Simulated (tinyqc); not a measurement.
# MOSFET in saturation, small-signal circuit and noise: what changes with what

Bias by the inversion coefficient IC = I/Ispec (charge-based model with velocity saturation; weak inversion below 0.1, strong above 10). Common-source circuit: gm, gds, Cgs, Cgd and Cj at the inner nodes, Rg in series with the gate; quasi-static, no source or drain resistance, no gate-body capacitance, no substrate network, no induced gate noise, so fmax is an upper estimate.

Values chosen for this exercise: temperature T = 250 K; gate length L = 90 nm; total gate width W = 80 um; gate capacitance Cox = 1.56 uF/cm^2; mobility mu = 250 cm^2/(V s); slope factor n = 1.43; velocity-saturation length Ls = 25 nm; ratio gds/gm sg = 0.038; overlap and fringe capacitance per side Cov = 0.43 fF/um; drain junction capacitance Cj = 0.65 fF/um; sheet resistance of the gate Rsh = 20 ohm; finger width Wf = 0.5 um; gate contact and vertical resistance Rc = 50 ohm um; inversion coefficient IC = 0.47; short-channel excess of the noise factor gw = 0.06; oxide trap density Nt = 1.8e18 cm^-3 eV^-1; tunnelling length into the oxide lt = 0.1 nm; Coulomb scattering coefficient ac = 3000 V s/C.

Constants: q = 1.602176634e-19 C, kB = 1.380649e-23 J/K, Vt = kB T/q. Results are converted to the units shown.

Each table varies one quantity; the others keep the values above.

## Effect of the overlap and fringe capacitance per side on speed and noise

Ispec = 2 n mu Cox (W/L) Vt^2, lc = Ls/L, gms = [sqrt((lc IC + 1)^2 + 4 IC) - 1]/[2 + lc (lc IC + 1)], gm = gms Ispec/(n Vt), gds = sg gm. qs = [sqrt(1 + 4 IC) - 1]/2, Cgs = Cox W L qs (2 qs + 3)/(3 (qs + 1)^2) + Cov W, Cgd = Cov W, Cd = Cj W, Rg = Rsh (Wf/L)/(12 Nf) + Rc/W with Nf = W/Wf fingers (not rounded) contacted at both ends. fT = gm/(2 pi (Cgs + Cgd)), fmax = fT/(2 sqrt(Rg (gds + 2 pi fT Cgd))). Channel noise Sid = 4 kB T gam n gm with gam = (1/2 + (2/3) qs)/(1 + qs) + gw lc IC, qs = [sqrt(1 + 4 IC) - 1]/2, lc = Ls/L (the last term an empirical rise with velocity saturation); at the gate, white noise Sw = Sid/gm^2 + 4 kB T Rg. Number fluctuation with correlated mobility: S(f) = K/f, K = q^2 Vt lt Nt/(W L Cox^2) (1 + ac mu Cox I/gm)^2, Vt in eV with Nt per eV. Corner fc = K/Sw. IC is held fixed.

The same in every row: I (uA) = 216.3; Rg (ohm) = 0.6829; sqrt(Sw) (nV/Hz^0.5) = 1.476; fc (MHz) = 28.78.

Effect of the overlap and fringe capacitance per side on speed and noise:
```
Cov (fF/um)	fT (GHz)	fmax (GHz)
0.05	23.12	503.6
0.15	15.80	257.2
0.25	12.00	176.2
0.35	9.674	134.5
0.45	8.103	109.0
0.55	6.971	91.65
0.65	6.116	79.10
```

As Cov goes from 0.05 to 0.65 fF/um, fT falls from 23.1 to 6.12 GHz, fmax falls from 504 to 79.1 GHz, the white noise stays at 1.48 nV/Hz^0.5 and the corner stays at 28.8 MHz. In every row fmax exceeds 4 fT, where channel resistance and substrate losses, left out here, would cap it.

## Gains against frequency

Inner admittances at w = 2 pi f: y11 = i w (Cgs + Cgd), y12 = -i w Cgd, y21 = gm - i w Cgd, y22 = gds + i w (Cgd + Cd). Invert to Z, add Rg to Z11 and invert back to Y. |h21| = |Y21/Y11|; U = |Y21 - Y12|^2/(4 [Re Y11 Re Y22 - Re Y12 Re Y21]). MSG = |Y21/Y12|; stability factor k = [2 Re Y11 Re Y22 - Re(Y12 Y21)]/|Y12 Y21|.

The same in every row: f sqrt(U) (GHz) = 113.3.

Gains against frequency:
```
f (GHz)	|h21| (dB)	U (dB)	MSG (dB)	k
0.084	39.97	62.60	24.41	0.003695
0.16	34.38	57.00	21.62	0.007039
0.29	29.21	51.84	19.03	0.01276
0.55	23.65	46.28	16.25	0.02419
1	18.47	41.08	13.66	0.04395
1.9	12.91	35.51	10.88	0.08331
3.6	7.437	29.96	8.145	0.1565
6.7	2.286	24.56	5.569	0.2832
```

What does the comparison show?

Over the table |h21| falls by 19.8 dB a decade, U by 20.0 and MSG by 9.91. The product f sqrt(U) stays at 113 GHz, against fmax = 113 GHz from the formula. k stays below one in all rows, so the device is only conditionally stable. In every row fmax exceeds 4 fT, where channel resistance and substrate losses, left out here, would cap it.

## From weak to strong inversion

Same model as above.

The last column is the figure of merit (gm/I) fT.

From weak to strong inversion:
```
IC	I (uA)	gm/I (1/V)	fT (GHz)	fmax (GHz)	(gm/I) fT (THz/V)
0.01	4.602	32.09	0.3363	22.99	0.01079
0.03	13.80	31.40	0.9590	38.79	0.03012
0.1	46.02	29.37	2.759	65.59	0.08102
0.3	138.0	25.42	6.259	98.24	0.1591
1	460.2	18.93	13.05	140.6	0.2470
3	1380	12.59	22.98	185.3	0.2893
10	4602	6.777	37.94	237.0	0.2571
30	1.380e4	3.155	50.82	273.5	0.1603
100	4.602e4	1.106	57.94	291.6	0.06407
```

What does the table show?

The efficiency gm/I falls from 32.1 to 1.11 1/V while fT rises from 0.336 to 57.9 GHz; fT goes as IC^(0.95) at the start and IC^(0.11) at the end (1/2 for a long channel, 0 at full velocity saturation, which sets in near IC = 1/lc^2 = 13.0). Their product goes from 0.0108 through a maximum of 0.289 (at IC = 3 among the rows listed) to 0.0641 THz/V. In every row fmax exceeds 4 fT, where channel resistance and substrate losses, left out here, would cap it.

Computed by the program tinyqc: `OMP_NUM_THREADS=1 python tinyqc.py 2150024 2150025 out.jsonl`, one thread of a shared Intel Xeon 2.30GHz, about 0.01 s for the whole run.
